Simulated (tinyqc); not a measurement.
From results back to parameters: two-level Kane dispersion of a narrow-gap semiconductor. Five cases, with inputs chosen for the exercise.

Problem. In the two-level Kane model E = Eg/2 + sqrt(Eg^2/4 + (2/3) Ep c k^2), c = hbar^2/2m0, and the momentum mass is m(k) = (3/(2 Ep)) sqrt(Eg^2 + (8/3) Ep c k^2). It is given at the Fermi wave vectors kF = (3 pi^2 n)^(1/3) of two densities (1 cm^-3 = 1e-24 angstrom^-3).

Constants: hbar^2/2m0 = 3.80998211 eV angstrom^2.

Find: kF^2; Ep; edge mass; |Eg|.

Case 1.

Values chosen (out of a larger set: near those of GaSb; not measured data): n12 = (1.2e+15, 1.4e+18) cm^-3 (two densities).

masses at the two densities (m0): 0.04618998  0.05629510

Solution.

kF^2 (1/angstrom^2): 1.0808e-05  0.0011977

Ep = 26.2 eV
edge mass = 0.04609 m0
|Eg| = 0.805 eV

m^2 = m0*^2 + (6 c/Ep) kF^2 is a straight line in kF^2: the slope gives Ep, the intercept the edge mass, and |Eg| = (2/3) Ep m0*. The sign of Eg does not enter. The two-level form takes Dso as infinite, which overstates the mass where Dso is not large against Eg.

Case 2.

Values chosen (out of a larger set: near those of HgTe; not measured data): n12 = (1.2e+16, 3e+18) cm^-3 (two densities).

masses at the two densities (m0): 0.02592334  0.05472365

Solution.

kF^2 (1/angstrom^2): 5.0165e-05  0.0019908

Ep = 19.1 eV
edge mass = 0.02474 m0
|Eg| = 0.315 eV

m^2 = m0*^2 + (6 c/Ep) kF^2 is a straight line in kF^2: the slope gives Ep, the intercept the edge mass, and |Eg| = (2/3) Ep m0*. The sign of Eg does not enter. For Eg < 0 the edge mass does not depend on Dso, which enters only as EF nears it.

Case 3.

Values chosen (out of a larger set: near those of InSb; not measured data): n12 = (1.7e+15, 8.6e+17) cm^-3 (two densities).

masses at the two densities (m0): 0.01488040  0.03213799

Solution.

kF^2 (1/angstrom^2): 1.3633e-05  0.00086553

Ep = 24.0 eV
edge mass = 0.01444 m0
|Eg| = 0.231 eV

m^2 = m0*^2 + (6 c/Ep) kF^2 is a straight line in kF^2: the slope gives Ep, the intercept the edge mass, and |Eg| = (2/3) Ep m0*. The sign of Eg does not enter. The two-level form takes Dso as infinite, which overstates the mass where Dso is not large against Eg.

Case 4.

Values chosen (out of a larger set: near those of grey Sn; not measured data): n12 = (1.3e+15, 5.3e+17) cm^-3 (two densities).

masses at the two densities (m0): 0.02847081  0.03789239

Solution.

kF^2 (1/angstrom^2): 1.1400e-05  0.00062680

Ep = 22.5 eV
edge mass = 0.02827 m0
|Eg| = 0.424 eV

m^2 = m0*^2 + (6 c/Ep) kF^2 is a straight line in kF^2: the slope gives Ep, the intercept the edge mass, and |Eg| = (2/3) Ep m0*. The sign of Eg does not enter. For Eg < 0 the edge mass does not depend on Dso, which enters only as EF nears it.

Case 5.

Values chosen (out of a larger set: near those of grey Sn; not measured data): n12 = (5.4e+15, 4.2e+17) cm^-3 (two densities).

masses at the two densities (m0): 0.02904894  0.03689929

Solution.

kF^2 (1/angstrom^2): 2.9458e-05  0.00053676

Ep = 22.4 eV
edge mass = 0.02853 m0
|Eg| = 0.426 eV

m^2 = m0*^2 + (6 c/Ep) kF^2 is a straight line in kF^2: the slope gives Ep, the intercept the edge mass, and |Eg| = (2/3) Ep m0*. The sign of Eg does not enter. For Eg < 0 the edge mass does not depend on Dso, which enters only as EF nears it.

Computed by tinyqc, one run a case: `OMP_NUM_THREADS=1 python tinyqc.py N N+1 out.jsonl` with N = 1051445, 1051502, 1051532, 1051578, 1051584; one thread of a shared Intel(R) Xeon(R) Processor @ 2.30GHz, about 0.01 s a run at most.
